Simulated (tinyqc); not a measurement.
Capacitance measurement on a leaky thin oxide: effects of series resistance and leakage: two steps of the calculation.

The device is a capacitance C in parallel with a leakage conductance G, in series with Rs and Ls. An impedance meter reports either a parallel pair (Cp, Gp) from Y = 1/Z = Gp + i w Cp or a series pair (Cs, Rm) from Z = Rm + 1/(i w Cs); w = 2 pi f, dissipation D = Gp/(w |Cp|).

Inputs (values chosen for the exercise); values of the order met in thin-oxide MOS capacitors:
```
symbol,value,unit,meaning
eox,21.6,,relative permittivity of the gate insulator (close to hafnium oxide)
tox,5.7,nm,insulator thickness
A,10000,um^2,gate area
zc,0.53,nm,oxide-equivalent thickness added by the accumulation layer
zp,0.35,nm,oxide-equivalent thickness added by gate depletion
Jg,3.3,A/cm^2,"gate leakage current density, not matched to the thickness"
Vs,0.21,V,voltage for an e-fold rise of the leakage
Rs,260,ohm,series resistance
Ls,0,nH,series inductance
f,2e5,Hz,measuring frequency
```

Constants: eps0 = 8.8541878128e-14 F/cm where lengths are in cm. Results are converted to the units shown.

Question 1. True capacitance and conductance. EOT = 3.9 tox/eox; CET = EOT + zc + zp; C = 3.9 eps0 A/CET; G = Jg A/Vs.

Find: EOT; CET; C; G.

Answer 1.

EOT = 1.0292 nm
CET = 1.9092 nm
C = 180.87 pF
G = 1571.4 uS

Question 2. What the meter reports. Z = Rs + i w Ls + 1/(G + i w C).

C = 180.87123 pF
G = 1571.4286 uS

Wanted: Z; Cp; Gp; Cs; D.

Answer 2.

Z = 883.32-90.16i ohm
Cp = 91.001 pF
Gp = 1120.4 uS
Cs = 8826.6 pF
D = 9.7976

Cp is 50 % below C and Cs is 48.8 times it; G Rs = 0.409, w C Rs = 0.0591 and G/(w C) = 6.91.

Computed by the program tinyqc: `OMP_NUM_THREADS=1 python tinyqc.py 2022086 2022087 out.jsonl`, one thread of a shared Intel Xeon 2.30GHz, about 0.01 s for the whole run.
